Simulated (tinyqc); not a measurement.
From results back to parameters: static screening by free carriers. Five cases, with inputs chosen for the exercise.

Problem. At zero temperature the gas shows Friedel oscillations of period pi/kF and a Thomas-Fermi length 1/qTF; n and m are hidden.

kF = (3 pi^2 n/Mv)^(1/3), EF = c kF^2/m with c = hbar^2/2m0, n in 1/angstrom^3 (1e-24 per 1/cm^3), e2 = e^2/(4 pi eps0). Thomas-Fermi: qTF^2 = 6 pi e2 n/(eps EF). Debye: qD^2 = 4 pi e2 n/(eps kB T).

Constants: hbar^2/2m0 = 3.80998211 eV angstrom^2; e^2/(4 pi eps0) = 14.39964547 eV angstrom.

Find: kF; n; m.

Method. kF = pi/period and n = Mv kF^3/(3 pi^2); qTF^2 = 2 e2 Mv m kF/(pi eps c) then gives m.

Case 1.

Values chosen (out of a larger set: near those of InAs; not measured data): Mv = 1 (valleys); eps = 15.4 (background dielectric constant).

period = 357.081 angstrom
1/qTF = 162.648 angstrom

Solution.

kF = 0.008798 1/angstrom
n = 2.30e+16 1/cm^3
m = 0.028 m0

Case 2.

Values chosen (out of a larger set: near those of Si; not measured data): Mv = 6 (valleys); eps = 11.6 (background dielectric constant).

period = 37.4110 angstrom
1/qTF = 5.41770 angstrom

Solution.

kF = 0.08398 1/angstrom
n = 1.20e+20 1/cm^3
m = 0.326 m0

Case 3.

Values chosen (out of a larger set: near those of SiC; not measured data): Mv = 3 (valleys); eps = 9.96 (background dielectric constant).

period = 81.9895 angstrom
1/qTF = 9.78774 angstrom

Solution.

kF = 0.03832 1/angstrom
n = 5.70e+18 1/cm^3
m = 0.376 m0

Case 4.

Values chosen (out of a larger set: near those of InP; not measured data): Mv = 1 (valleys); eps = 12.2 (background dielectric constant).

period = 163.408 angstrom
1/qTF = 56.8863 angstrom

Solution.

kF = 0.01923 1/angstrom
n = 2.40e+17 1/cm^3
m = 0.082 m0

Case 5.

Values chosen (out of a larger set: a free-electron density near that of Al; not measured data): Mv = 1 (valleys); eps = 1 (background dielectric constant).

period = 1.78541 angstrom
1/qTF = 0.486003 angstrom

Solution.

kF = 1.760 1/angstrom
n = 1.84e+23 1/cm^3
m = 1.000 m0

Computed by tinyqc, one run a case: `OMP_NUM_THREADS=1 python tinyqc.py N N+1 out.jsonl` with N = 1680531, 1680544, 1680545, 1680648, 1680660; one thread of a shared Intel(R) Xeon(R) Processor @ 2.30GHz, about 0.02 s a run at most.
